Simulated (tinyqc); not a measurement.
Two-band k.p model of the Delta valleys near the X point under shear strain: sweeps and comparisons. A value that a table varies takes the place of the one given here.

Valley pair on the [001] axis, kz counted from the X point, c = hbar^2/2m0, k0 = kx0 2 pi/a. H = (c kz^2/ml + c (kx^2 + ky^2)/mt + c k0^2/ml) 1 + (2 c k0 kz/ml) sigma_z + (D exy - 2 c kx ky/Mp) sigma_x, so E = c kz^2/ml + c (kx^2 + ky^2)/mt + c k0^2/ml -/+ sqrt((2 c k0 kz/ml)^2 + (D exy - 2 c kx ky/Mp)^2). Without strain the lower band has its minima, E = 0, at kz = +/- k0. Shifts from diagonal strain are left out.

For |eta| < 1: k_min = k0 sqrt(1 - eta^2), E_min = -Delta eta^2/2, ml(eta) = ml/(1 - eta^2), 1/m[110] = 1/mt + eta/Mp, 1/m[1-10] = 1/mt - eta/Mp. For |eta| > 1 the minimum sits at X: E_min = -Delta (2 |eta| - 1)/2, ml(eta) = ml/(1 - 1/|eta|), and eta is replaced by its sign in the transverse masses. Here Delta = 2 c k0^2/ml and eta = D exy/Delta.

s11 = (C11 + C12)/((C11 - C12)(C11 + 2 C12)), s12 = -C12/((C11 - C12)(C11 + 2 C12)), s44 = 1/C44; exx = s11 sxx + s12 (syy + szz) and cyclic, exy = s44 sxy/2; tension is positive. A uniaxial stress X along the unit vector n is s_ij = X n_i n_j.

Constants: hbar^2/2m0 = 3.80998211 eV angstrom^2; kB = 8.617333262e-05 eV/K.

Values chosen for the exercise (near those of Si; not measured data):
- a = 5.424 angstrom (lattice constant)
- ml = 0.922 m0 (longitudinal mass)
- mt = 0.189 m0 (transverse mass)
- kx0 = 0.143 2 pi/a (distance of the minimum from X)
- D = 12.8 eV (shear deformation potential)
- Mp = 0.241 m0 (coupling mass)
- C11 = 166.7 GPa
- C12 = 64.2 GPa
- C44 = 78.2 GPa
- Xu = 9.52 eV (uniaxial potential)
- T = 300 K (temperature)
- exy = 0.0011 (shear strain)

## Sweep of the shear strain

Delta = 2 c k0^2/ml, eta = D exy/Delta.

The minimum:
```
exy       eta  k_min/k0  E_min (meV)  ml(eta)  m[110]  m[1-10]  density-of-states mass
0.0000  0.000     1.000          0.0    0.922  0.1890   0.1890                   0.321
0.0018  0.102     0.995         -1.2    0.932  0.1751   0.2054                   0.322
0.0044  0.248     0.969         -7.0    0.983  0.1582   0.2347                   0.332
0.0089  0.502     0.865        -28.6    1.233  0.1356   0.3119                   0.374
0.0133  0.751     0.661        -63.9    2.112  0.1190   0.4595                   0.487
0.0159  0.897     0.441        -91.3    4.737  0.1109   0.6380                   0.695
0.0213  1.202     0.000       -159.2    5.482  0.1059   0.8759                   0.798
0.0283  1.597     0.000       -248.8    2.466  0.1059   0.8759                   0.612
```

The valleys reach X at eta = 1, that is exy = 0.0177. The shift is quadratic up to eta = 1 (-7.0 meV at eta = 0.25, -28.6 meV at 0.50) and linear beyond, while 1/m[110] rises linearly, taking m[110] from 0.189 to its floor 0.1059, a gain of 78 % in 1/m. ml(eta) diverges at eta = 1; the largest value listed is 5.48. A deformation-potential model with fixed masses misses all of this.

## Tension along [110]: repopulation and mass change

The z valleys move against the x and y valleys by Xu (ezz - exx) and, through the shear, by E_min. Share of the z valleys n = w/(w + 2 exp(dE/kT)), dE the total relative shift, w = sqrt(ml(eta) m[110] m[1-10]/(ml mt^2)). Along [110]: 1/m_c = n/m[110] + (1 - n)(1/ml + 1/mt)/2. Fixed masses means E_min = 0, w = 1, m[110] = mt. Gains are against 3/(1/ml + 2/mt) at a fixed scattering time.

Results:
```
X (GPa)  Xu (ezz - exx) (meV)  E_min (meV)  m[110]  m_c fixed masses  m_c with shear  gain fixed (%)  gain with shear (%)
0.00                      0.0          0.0  0.1890            0.2571          0.2571             0.0                  0.0
0.25                    -11.6         -0.2  0.1825            0.2432          0.2381             5.7                  8.0
0.50                    -23.2         -0.9  0.1765            0.2301          0.2184            11.8                 17.7
1.00                    -46.4         -3.7  0.1656            0.2098          0.1846            22.6                 39.3
1.50                    -69.7         -8.3  0.1559            0.1984          0.1628            29.6                 57.9
2.00                    -92.9        -14.8  0.1473            0.1930          0.1495            33.2                 72.1
3.00                   -139.3        -33.2  0.1327            0.1897          0.1328            35.6                 93.6
```

At 1 GPa repopulation alone gives 22.6 % and the shear terms raise it to 39.3 %. From 2 to 3 GPa the fixed-mass gain grows by 2.3 points, towards its ceiling of 36.1 % when all electrons sit in the z valleys, whereas the gain with shear grows by 21.5 points because m[110] keeps falling.

## What each parameter does

Delta = 2 c k0^2/ml, eta = D exy/Delta. Each row changes one parameter from the base and keeps the others.

Results:
```
case                     eta  E_min (meV)  ml(eta) (m0)  m[110] (m0)  m[1-10] (m0)
base                  0.0621        -0.44        0.9256       0.1802        0.1987
ml = 0.98654 m0       0.0664        -0.47        0.9909       0.1796        0.1994
mt = 0.17577 m0       0.0621        -0.44        0.9256       0.1682        0.1841
kx0 = 0.15301 2 pi/a  0.0542        -0.38        0.9247       0.1813        0.1974
D = 11.904 eV         0.0577        -0.38        0.9251       0.1808        0.1980
Mp = 0.22413 m0       0.0621        -0.44        0.9256       0.1796        0.1994
exy = 0.00118         0.0666        -0.50        0.9261       0.1796        0.1994
```

The largest shifts from the base row, up to three for each result and ties (the steps differ in size, so this ranks the rows, not the parameters). eta: kx0 -0.0079, exy +0.0045, D -0.0043, ml +0.0043; unchanged at the printed digits by mt and Mp. E_min (meV): exy -0.07, D +0.06, kx0 +0.06; unchanged at the printed digits by mt and Mp. ml(eta) (m0): ml +0.0653, kx0 -0.0008, exy +0.0005, D -0.0005; unchanged at the printed digits by mt and Mp. m[110] (m0): mt -0.0121, kx0 +0.0011, Mp -0.0006, exy -0.0006, D +0.0006, ml -0.0006. m[1-10] (m0): mt -0.0146, kx0 -0.0013, Mp +0.0008.

(tinyqc, `OMP_NUM_THREADS=1 python tinyqc.py 1050783 1050784 out.jsonl`, Intel(R) Xeon(R) Processor @ 2.30GHz, 1 thread, shared host, about 0.01 s.)
